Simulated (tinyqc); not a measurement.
Pair of shallow donors (hydrogen-like orbitals): one step. Distance and integrals. Three cases, with inputs chosen for the exercise.

Question. Give Ha*, R, x, S, j, k and v.

Each donor has the orbital exp(-r/a); energy unit Ha* = q/(eps a), q = e^2/(4 pi eps0), so that a lone donor is bound by Ha*/2; x = R/a. One electron: S = (1 + x + x^2/3) exp(-x), j = 1/x - (1 + 1/x) exp(-2x), k = (1 + x) exp(-x); levels E(+/-) = -1/2 - (j +/- k)/(1 +/- S) in Ha*, without the repulsion of the ions, split by D = |E(-) - E(+)|. In six valleys the overlaps S and k are multiplied by v = [cos(K Rx) + cos(K Ry) + cos(K Rz)]/3, K = k0 (2 pi/a_lat), for isotropic envelopes and the symmetric valley state.

Constants: e^2/(4 pi eps0) = 14.39964547 eV angstrom.

Give: Ha*; R; x; S, j, k; v.

Case 1.

Values chosen (near those of two donors in Si; the results hold for these values, not for the real material): a = 16 angstrom (orbital radius); eps = 11.6 (dielectric constant); n = (13, 3, 0) a_lat (separation vector); a_lat = 5.431 angstrom (lattice constant); k0 = 0.843 2 pi/a_lat (valley position).

Answer.

Ha* = 77.584 meV
R = 72.46 angstrom
x = 4.5287

S, j, k: 0.13348  0.22067  0.05968

v = 0.3279

Case 2.

Values chosen (near those of two donors in Si; the results hold for these values, not for the real material): a = 16.3 angstrom (orbital radius); eps = 11.7 (dielectric constant); n = (7.5, 7.5, 0) a_lat (separation vector); a_lat = 5.431 angstrom (lattice constant); k0 = 0.858 2 pi/a_lat (valley position).

Answer.

Ha* = 75.505 meV
R = 57.60 angstrom
x = 3.5340

S, j, k: 0.25385  0.28187  0.13234

v = -0.2785

Case 3.

Values chosen (near those of two donors in Si; the results hold for these values, not for the real material): a = 19.3 angstrom (orbital radius); eps = 11.2 (dielectric constant); n = (17, 17, 0) a_lat (separation vector); a_lat = 5.431 angstrom (lattice constant); k0 = 0.853 2 pi/a_lat (valley position).

Answer.

Ha* = 66.616 meV
R = 130.57 angstrom
x = 6.7653

S, j, k: 0.02655  0.14781  0.00895

v = -0.3333

Computed by tinyqc, one run a case: `OMP_NUM_THREADS=1 python tinyqc.py N N+1 out.jsonl` with N = 1281970, 1282233, 1282612; one thread of a shared Intel(R) Xeon(R) Processor @ 2.30GHz, about 0.01 s a run at most.
